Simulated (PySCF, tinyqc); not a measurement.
RHF in the sto-3g basis, for H3+, spin multiplicity 1, step by step. The lowest restricted solution is unstable here: a spin-polarised one lies 0.0079 hartree lower (PySCF). One step of it, computed by the program tinyqc.

Problem. Iteration 1: diagonalisation and new density. Diagonalise F' = X^T F X, C = X C', fill 1 alpha and 1 beta electrons from the bottom; D = 2 C_occ C_occ^T; the new density keeps 0.2 of the old one (damping). Each column has its largest component positive (the first on a tie).

Fock matrix F (hartree), order 1H 1s, 2H 1s, 3H 1s:
$$\begin{pmatrix}
-0.626188 & -0.474641 & -0.474641 \\
-0.474641 & -0.448940 & -0.146741 \\
-0.474641 & -0.146741 & -0.448940
\end{pmatrix}$$

X, order 1H 1s, 2H 1s, 3H 1s:
$$\begin{pmatrix}
1.134763 & -0.226476 & -0.226476 \\
-0.226476 & 1.065489 & 0.034647 \\
-0.226476 & 0.034647 & 1.065489
\end{pmatrix}$$

D at the start, order 1H 1s, 2H 1s, 3H 1s:
$$\begin{pmatrix}
1.110926 & 0.389236 & 0.389236 \\
0.389236 & 0.136377 & 0.136377 \\
0.389236 & 0.136377 & 0.136377
\end{pmatrix}$$

overlap S, order 1H 1s, 2H 1s, 3H 1s:
$$\begin{pmatrix}
1.000000 & 0.385526 & 0.385526 \\
0.385526 & 1.000000 & 0.058943 \\
0.385526 & 0.058943 & 1.000000
\end{pmatrix}$$

Give: F' = X^T F X; orbital energies; coefficients C; D after iteration 1.

Solution.

F' = X^T F X (hartree):
$$\begin{pmatrix}
-0.3795 & -0.3319 & -0.3319 \\
-0.3319 & -0.3166 & 0.0045 \\
-0.3319 & 0.0045 & -0.3166
\end{pmatrix}$$

orbital energies (hartree): MO1 -0.8164, MO2 -0.3211, MO3 0.1247

coefficients C, order 1H 1s, 2H 1s, 3H 1s:
$$\begin{pmatrix}
0.6124 & 0.0000 & 1.0076 \\
0.3642 & 0.7289 & -0.7237 \\
0.3642 & -0.7289 & -0.7237
\end{pmatrix}$$

D after iteration 1, order 1H 1s, 2H 1s, 3H 1s:
$$\begin{pmatrix}
0.8222 & 0.4347 & 0.4347 \\
0.4347 & 0.2396 & 0.2396 \\
0.4347 & 0.2396 & 0.2396
\end{pmatrix}$$
